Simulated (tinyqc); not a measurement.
Quantum point contact as a saddle point: two steps of the calculation.

Potential V0 - m wx^2 x^2/2 + m wy^2 y^2/2; energies are counted from V0. Mode n = 0, 1, ... transmits T_n(E) = 1/(1 + exp(-2 pi (E - E_n)/wx)), E_n = wy (n + 1/2); each mode carries 2 q^2/h.

Inputs (values chosen for the exercise):
```
symbol,value,unit,meaning
T,1.5,K,temperature
wy,5.8,meV,transverse quantum hbar wy
wx,2.4,meV,curvature of the barrier hbar wx
mu,20.41,meV,Fermi level above the saddle point
nE,13,,points of the energy grid
xm,7,,half-range of the grid in kB T
```

Constants: q = 1.602176634e-19 C, kB = 1.380649e-23 J/K, h = 6.62607015e-34 J s, Vt = kB T/q. Results are converted to the units shown.

Problem 1. Transmissions at the Fermi level. At zero temperature g = G/(2 q^2/h) = sum T_n(mu); Fano factor sum T_n (1 - T_n)/sum T_n. Modes beyond those listed are in the sums but add less than 1e-4 to g.

Find: E_n; T_n; g; G; Fano factor.

Solution 1.

| mode | E_n (meV) | T_n |
|---|---|---|
| 0 | 2.900 | 1.0000 |
| 1 | 8.700 | 1.0000 |
| 2 | 14.500 | 1.0000 |
| 3 | 20.300 | 0.5715 |
| 4 | 26.100 | 0.0000 |
| 5 | 31.900 | 0.0000 |

g = 3.5715
G = 276.72 uS
Fano factor = 0.06857

Problem 2. Thermal average on a coarse grid. g(T) = int g(E) (-df/dE) dE = int g(mu + x kB T) dx/(4 cosh^2(x/2)), g(E) the zero-temperature value at E, g = G/(2 q^2/h). Simpson's rule on nE equally spaced x from -xm to xm.

Give: x; E; g(E); weight; integral of the weight; g(T); g(T) divided by the integral of the weight.

Solution 2.

| point | x | E (meV) | g(E) | weight |
|---|---|---|---|---|
| 0 | -7.000 | 19.51 | 3.111 | 0.0009 |
| 1 | -5.833 | 19.66 | 3.156 | 0.0029 |
| 2 | -4.667 | 19.81 | 3.216 | 0.0092 |
| 3 | -3.500 | 19.96 | 3.290 | 0.0285 |
| 4 | -2.333 | 20.11 | 3.377 | 0.0806 |
| 5 | -1.167 | 20.26 | 3.473 | 0.1811 |
| 6 | 0.000 | 20.41 | 3.572 | 0.2500 |
| 7 | 1.167 | 20.56 | 3.664 | 0.1811 |
| 8 | 2.333 | 20.71 | 3.746 | 0.0806 |
| 9 | 3.500 | 20.86 | 3.813 | 0.0285 |
| 10 | 4.667 | 21.01 | 3.866 | 0.0092 |
| 11 | 5.833 | 21.16 | 3.906 | 0.0029 |
| 12 | 7.000 | 21.31 | 3.934 | 0.0009 |

integral of the weight = 0.9958
g(T) = 3.551
g(T) divided by the integral of the weight = 3.566

Program tinyqc, `OMP_NUM_THREADS=1 python tinyqc.py 2740005 2740006 out.jsonl`; Intel Xeon 2.30GHz, shared host, one thread, about 0.02 s.
